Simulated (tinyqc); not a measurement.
## Phase-change memory cell, resistance drift and retention: effect of the operating temperature

The amorphous state follows Ra = R0 (t/t0)^nu exp[(q Ec/kB)(1/T - 1/(300 K))], with nu taken as independent of T. An intermediate level follows the logarithmic mixing rule ln R = (1 - fa) ln Rc + fa ln Ra with constant Rc. The time to lose the data by crystallisation is tr = tx exp[(q Ex/kB)(1/T - 1/Tx)]; 1 year = 3.15576e7 s. These are empirical laws.

T10 is the temperature at which tr is ten years.

Parameters, values chosen for the exercise; values of the order found in chalcogenide phase-change cells:
- R0 = 14 Mohm (resistance of the amorphous state at t0 and 300 K)
- t0 = 10 s (reference time)
- nu = 0.106 (drift exponent)
- Ec = 0.21 eV (activation energy of conduction)
- Ex = 2.6 eV (activation energy of crystallisation)
- Tx = 498 K (temperature of a bake)
- tx = 7200 s (time to crystallise in that bake)
- t = 86400 s (time of the read)
- Rc = 37 kohm (resistance of the crystalline state)

Constants: q = 1.602176634e-19 C, kB = 1.380649e-23 J/K. Results are converted to the units shown.

The same in every row: T10 (K) = 423.3.

Results:
```
T (K)  Ra (Mohm)  Ra/Rc  tr (years)
298        38.64   1044    1.041e14
328        18.29  494.4     9.899e9
343        13.22  357.2     1.772e8
358        9.814  265.2     4.445e6
373        7.464  201.7     1.500e5
388        5.798  156.7        6574
403        4.589  124.0       363.8
418        3.694  99.84       24.78
```

Estimate the missing row, T = 313 K.

Computed row:
```
T (K)  Ra (Mohm)  Ra/Rc  tr (years)
313        26.11  705.8    8.130e11
```

With this row back in the table: As T goes from 298 to 418 K, Ra falls from 38.6 to 3.69 Mohm, tr falls from 1.04e14 to 24.8 years and T10 stays at 423 K. Retention changes by 13 decades and the read window by 1.0, in the ratio Ex/Ec. For T = 298 to 373 K tr is an extrapolation over many decades from the bake and only says that crystallisation is no limit.

Computed by the program tinyqc: `OMP_NUM_THREADS=1 python tinyqc.py 2880004 2880005 out.jsonl`, one thread of a shared Intel Xeon 2.30GHz, about 0.01 s for the whole run.
